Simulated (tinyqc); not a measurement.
Elastic trap-assisted tunnelling through a dielectric: one step of the calculation.

Emitter at x = 0 (Fermi level 0), collector at x = t (Fermi level -V), band edge U(x) = phi - F x, F = V/t. A trap at x has the energy E = U(x) - Et. With G(u) = (4/(3 F)) sqrt(mo/C) max(u, 0)^1.5, C = hbar^2/(2 m0): S1 = G(phi - E) - G(Et), S2 = G(Et) - G(phi - V - E), T1,2 = exp(-S1,2). The steady rate through one trap is nu T1 T2 (f1 - f2)/(T1 + T2), f1 = f(E), f2 = f(E + V), f(y) = 1/(1 + exp(y/Vt)); both contacts offer states at E.

Question. The best-placed trap against direct tunnelling. At x = xs: E, S1, S2 and the occupation (T1 f1 + T2 f2)/(T1 + T2). Direct tunnelling at E = 0 has S = (4/(3 F)) sqrt(mo/C) [phi^1.5 - max(phi - V, 0)^1.5].

Parameters, values chosen for the exercise; dielectric values close to those of aluminium oxide: temperature T = 300 K; barrier above the emitter Fermi level phi = 2.56 eV; tunnelling mass mo = 0.4 m0; thickness t = 5.1 nm; trap depth below the band edge of the dielectric Et = 2.05 eV; attempt frequency nu = 1e13 1/s; voltage V = 1.93 V.

Constants: q = 1.602176634e-19 C, kB = 1.380649e-23 J/K, hbar = 1.054571817e-34 J s, m0 = 9.1093837015e-31 kg, Vt = kB T/q, hbar^2/(2 m0) = 0.0380998212 eV nm^2. Results are converted to the units shown.

xs = 2.2 nm

Find: E; S1; S2; occupation; S of direct tunnelling.

Answer.

E = -0.3225 eV
S1 = 22.36
S2 = 22.89
occupation = 0.6300
S of direct tunnelling = 41.05

Range of the model: Phonon-assisted (inelastic) capture, chains of traps and a spread of trap depths are left out.

Program tinyqc, `OMP_NUM_THREADS=1 python tinyqc.py 2370006 2370007 out.jsonl`; Intel Xeon 2.30GHz, shared host, one thread, about 0.03 s.
